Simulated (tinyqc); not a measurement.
FinFET, parasitic resistance, capacitance and delay: one step of the calculation.

Nf fins under one contact; each has gated perimeter p = 2 Hf + Wf and cross-section A = Hf Wf; contact width Wc = Nf pf, stack height Hs = Hf. Contact length Lc = CPP - Lg - 2 Lsp, shared by two neighbouring gates. Source and drain sides are equal. The formulas are first-order estimates, not field solutions.

Problem. Geometry and resistances. Epitaxy sheet resistance Rsh = re/te, transfer length LT = sqrt(rc/Rsh), contact Rc = [sqrt(rc Rsh)/Wc] coth(Lc/(2 LT)); extension of one fin Rx = rx Lsp/A. Effective width N p; for equal currents one side has Rc + Rx/N.

Parameters, values chosen for the exercise; values close to those of silicon logic devices: number of fins Nf = 3; fin height Hf = 60 nm; fin width Wf = 5 nm; fin pitch pf = 27 nm; contacted gate pitch CPP = 45 nm; gate length Lg = 14 nm; spacer length Lsp = 4 nm; contact resistivity rc = 3.9e-9 ohm cm^2; resistivity of the source-drain epitaxy re = 0.00025 ohm cm; current-carrying depth of the epitaxy te = 20 nm; resistivity of the extension rx = 0.00052 ohm cm.

Wanted: Lc; effective width; Rsh; LT; Rc; Rx; one side times effective width.

Solution.

Lc = 23.00 nm
effective width = 375.0 nm
Rsh = 125.0 ohm
LT = 55.86 nm
Rc = 424.6 ohm
Rx = 69.33 ohm
one side times effective width = 167.9 ohm um

tinyqc, about 0.05 s, one thread, Intel Xeon 2.30GHz (shared host): `OMP_NUM_THREADS=1 python tinyqc.py 2170142 2170143 out.jsonl`
